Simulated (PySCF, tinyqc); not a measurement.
Worked calculation: CIS on RHF in the sto-3g basis, for BeH+, spin multiplicity 1. The lowest restricted solution is unstable here: a spin-polarised one lies 0.0263 hartree lower (PySCF). One step of it, computed by the program tinyqc.

Task: Orthogonalisation. S = U s U^T; symmetric (Loewdin) form X = U s^(-1/2) U^T, so that X^T S X = 1.

overlap S, lower triangle:
```
,1Be 1s,1Be 2s,1Be 2px,1Be 2py,1Be 2pz,2H 1s
1Be 1s,1.000000
1Be 2s,0.259517,1.000000
1Be 2px,0.000000,0.000000,1.000000
1Be 2py,0.000000,0.000000,0.000000,1.000000
1Be 2pz,0.000000,0.000000,0.000000,0.000000,1.000000
2H 1s,0.014267,0.219231,0.000000,0.000000,0.297006,1.000000
```

Give: eigenvalues of S; X.

Result:

eigenvalues of S: 0.5957  0.8060  1.0000  1.0000  1.1818  1.4165

X, lower triangle:
```
,1Be 1s,1Be 2s,1Be 2px,1Be 2py,1Be 2pz,2H 1s
1Be 1s,1.0271
1Be 2s,-0.1389,1.0482
1Be 2px,0.0000,0.0000,1.0000
1Be 2py,0.0000,0.0000,0.0000,1.0000
1Be 2pz,-0.0044,0.0282,0.0000,0.0000,1.0368
2H 1s,0.0168,-0.1241,0.0000,0.0000,-0.1629,1.0574
```
